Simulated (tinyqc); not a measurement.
What each parameter does: tight-binding t2g bands of a cubic perovskite.

Orbitals yz, zx, xy (X, Y, Z below) times spin. E_xy = Dt + 2t (2 - cos x - cos y) + 2 td (1 - cos z) + 4 t2 (1 - cos x cos y) with x = kx a and so on; yz and zx follow by cyclic change, without Dt. Spin-orbit term -(Dso/3) L.sigma + Dso/3 with (L_k)_ij = -i epsilon_kij in X, Y, Z: for Dt = 0 the quartet lies at 0 and the doublet at Dso.

Parameters, chosen for this exercise (of the size met in SrTiO3 and KTaO3; shifted at random, so the results belong to these values and not to a real crystal): t = 0.434 eV (strong hopping); td = 0.024 eV (weak hopping); t2 = 0.07 eV (diagonal hopping in the plane of the orbital); Dso = 0.03 eV (spin-orbit splitting at Gamma); Dt = 0 eV (shift of xy (tetragonal field or confinement)); k = (0.22, 0.04, 0.02) 2 pi/a (wave vector).

The three pairs at k.

One parameter was then changed.

Results before and after:

| case | pair 1 (eV) | pair 2 (eV) | pair 3 (eV) |
|---|---|---|---|
| base | 0.0938 | 0.9476 | 0.9764 |
| changed | 0.0970 | 1.0128 | 1.0419 |

Which of these changes was made? (a) t = 0.4774 eV; (b) Dt = -0.03 eV; (c) td = 0.036 eV; (d) Dso = 0.039 eV; (e) t2 = 0.09 eV.

Answer: (e) t2 = 0.09 eV. Of the candidates, run in turn, only this one gives the changed row.

All candidates:

| case | pair 1 (eV) | pair 2 (eV) | pair 3 (eV) |
|---|---|---|---|
| base | 0.0938 | 0.9476 | 0.9764 |
| t = 0.4774 eV | 0.0973 | 1.0191 | 1.0494 |
| td = 0.036 eV | 0.1133 | 0.9483 | 0.9767 |
| t2 = 0.09 eV | 0.0970 | 1.0128 | 1.0419 |
| Dso = 0.039 eV | 0.0967 | 0.9484 | 0.9818 |
| Dt = -0.03 eV | 0.0938 | 0.9359 | 0.9582 |

Computed by tinyqc, a small Python program: `OMP_NUM_THREADS=1 python tinyqc.py 1481651 1481652 out.jsonl` (the numbers bound the seed that draws the inputs); one thread of a shared host (Intel(R) Xeon(R) Processor @ 2.30GHz), about 0.01 s for the whole set of steps.
